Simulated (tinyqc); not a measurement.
## Single-electron transistor, orthodox theory and master equation: current against bias

A metal island with n extra electrons joins the left lead (voltage V) and the right lead (0 V) by tunnel junctions and couples to a gate. Cs = CL + CR + Cg. Adding electron n + 1 costs mu(n) = [q (n + 1/2) - CL V - Cg Vg]/Cs (in volts); the Fermi levels are -V (left) and 0 (right). A jump that gains the energy W has the rate G(W) = (W/q)/(R [1 - exp(-W/Vt)]), W in volts, Vt = kB T/q. Sequential tunnelling only; I > 0 flows from left to right.

Onto the island: from the left W = -V - mu(n), from the right W = -mu(n); off the island (n + 1 to n): to the left W = mu(n) + V, to the right W = mu(n). Steady state: p(n + 1)/p(n) = (sum of on rates)/(sum of off rates), normalised. I = q sum_n [p(n + 1) (off to left) - p(n) (on from left)]. Enough charge states are kept that the digits shown do not change.

Inputs (values chosen for the exercise): capacitance of the left junction CL = 11 aF; capacitance of the right junction CR = 16 aF; gate capacitance Cg = 2.9 aF; resistance of the left junction RL = 1400 kohm; resistance of the right junction RR = 1400 kohm; temperature T = 2.7 K; gate voltage Vg = 33 mV.

Constants: q = 1.602176634e-19 C, kB = 1.380649e-23 J/K, Vt = kB T/q. Results are converted to the units shown.

Current against bias:
```
V (mV)    I (nA)   mean n  states above 1 %  I (RL + RR)/V
0.536   0.058102  0.85310                 2        0.30352
2.5      0.43655  0.57561                 2        0.48894
4.47     0.79745  0.48455                 2        0.49952
6.43      1.1365  0.44893                 2        0.49489
8.39      1.4845  0.42563                 2        0.49543
10.4      2.0243  0.35940                 3        0.54501
12.3      2.6604  0.27889                 3        0.60562
14.3      3.3369  0.22368                 4        0.65339
16.3      4.0063  0.18939                 4        0.68820
18.2      4.6459  0.15536                 4        0.71476
20.2      5.3669  0.10339                 5        0.74392
22.1      6.0452  0.05319                 5        0.76590
24.1      6.7419  0.00310                 5        0.78330
```

What does the comparison show?

At zero temperature the blockade would end at V = 0.825 mV. The ratio I (RL + RR)/V moves up and down between 0.304 and 0.783. Over the second half of the table the slope between rows varies from 0.937 to 1.01 times 1/(RL + RR).

Range of the model: Cotunnelling, which dominates deep in the blockade, is left out.

Computed by the program tinyqc: `OMP_NUM_THREADS=1 python tinyqc.py 2780034 2780035 out.jsonl`, one thread of a shared Intel Xeon 2.30GHz, about 0.01 s for the whole run.
